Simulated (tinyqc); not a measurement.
Conductivity against temperature: Debye-Callaway model of lattice thermal conductivity. Computed by tinyqc, a small Python program. Command: `OMP_NUM_THREADS=1 python tinyqc.py 3004384 3004385 out.jsonl callaway walk`. One thread of a shared host (Intel(R) Xeon(R) Processor @ 2.30GHz), about 0.01 s of CPU time with the checks.

Three acoustic branches with one velocity v, cut at omega_D = k_B Theta/hbar; x = hbar omega/(k_B T). v and Theta are separate inputs: Theta cuts off the heat-carrying modes, so C need not reach 3 k_B/V. gamma is an effective value that sets the umklapp rate. Heat flows along the wire.

Inputs (values chosen for the exercise, for a model crystal):
```
quantity                                value        unit
sound velocity v                         6680         m/s
Debye temperature Theta                   596           K
volume per atom V                        26.5  angstrom^3
mean atomic mass M                       31.6           u
effective Grueneisen parameter gamma     2.14           -
umklapp exponent divisor b                  3           -
mass variance Gamma                   2.2e-05           -
wire diameter D                         0.035  micrometre
specularity p                             0.2           -
```

Sample: wire. Point defects: isotopes. Normal processes: left out.

Constants: k_B = 1.380649e-23 J/K; hbar = 1.054571817e-34 J s; u = 1.6605390666e-27 kg.

Method:
- Gamma is given directly by the isotope mixture. A = V Gamma/(4 pi v^3).
- Rates: point defects A omega^4; umklapp B omega^2 T exp(-Theta/(b T)) with B = hbar gamma^2/(M v^2 Theta). Boundaries: v/Lambda_B with Lambda_B = D (1 + p)/(1 - p).
- kappa_1 = c int tau_C g dx, g = x^4 e^x/(e^x - 1)^2, c = (k_B/(2 pi^2 v)) (k_B T/hbar)^3, over 0 < x < min(Theta/T, 40), by 96 Gauss-Legendre points in s with x = x_max s^2; tau_C = tau_R, the inverse of the summed rates, and kappa = kappa_1.
- The boundary limit is C v^2/(3 x boundary rate), with C = 3 c int g dx / v^2.

Rayleigh coefficient A = 1.55643e-46 s^3

Kappa (W/(m K)):
```
T (K)  all processes  without point defects  boundary limit
6           0.010361               0.010361        0.010361
12          0.082887               0.082888        0.082888
21           0.44418                0.44423         0.44423
36            2.2348                 2.2369          2.2374
60            9.9300                 9.9769          10.069
100           31.741                 32.040          35.073
180           53.144                 53.590          79.667
300           47.420                 47.667          107.83
480           34.486                 34.590          120.80
770           23.153                 23.194          126.49
```

What does the comparison show, and why?

kappa peaks among these rows at 180 K (T/Theta = 0.302) with 53.1 W/(m K). The exponent d ln kappa/d ln T is 3.00 at the cold end, the T^3 law of boundary scattering, and -0.84 at the hot end. Point defects cost most at 100 K, a factor 1.01.

Extremes, crossings and ranges named in words are read from the listed rows.
